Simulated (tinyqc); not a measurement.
Nudged elastic band on a two-dimensional model surface: one step, computed by the program tinyqc. Command: `OMP_NUM_THREADS=1 python tinyqc.py 3010402 3010403 out.jsonl neb walk`. One thread of a shared host (Intel(R) Xeon(R) Processor @ 2.30GHz), about 0.3 s of CPU time with the checks.

V(x, y) = h u^2 + t x + (kappa/2)(y + c u)^2 with u = x^2/w^2 - 1; the path runs from the minimum near (-w, 0) to that near (w, 0).

Question. Stationary points. Newton steps x(new) = x - H^-1 grad V (moves limited to 0.3 angstrom) from (-w, 0), (w, 0) and (0, c) give the two minima and the saddle.

Inputs (values chosen for the exercise, for a model surface): height h = 0.56 eV; half width w = 1.6 angstrom; transverse stiffness kappa = 4.6 eV/angstrom^2; curvature c = 0.55 angstrom; tilt t = 0.12 eV/angstrom.

Surface: curved double well. Climbing image: on.

Give: positions; energies; barrier from the start.

Answer.

positions (angstrom), rows start, end, saddle, columns x, y:
$$\begin{pmatrix}
-1.665 & -0.045 \\
1.526 & 0.049 \\
0.138 & 0.546
\end{pmatrix}$$

energies (eV): start -0.1960, end 0.1877, saddle 0.5683

barrier from the start = 0.7642 eV
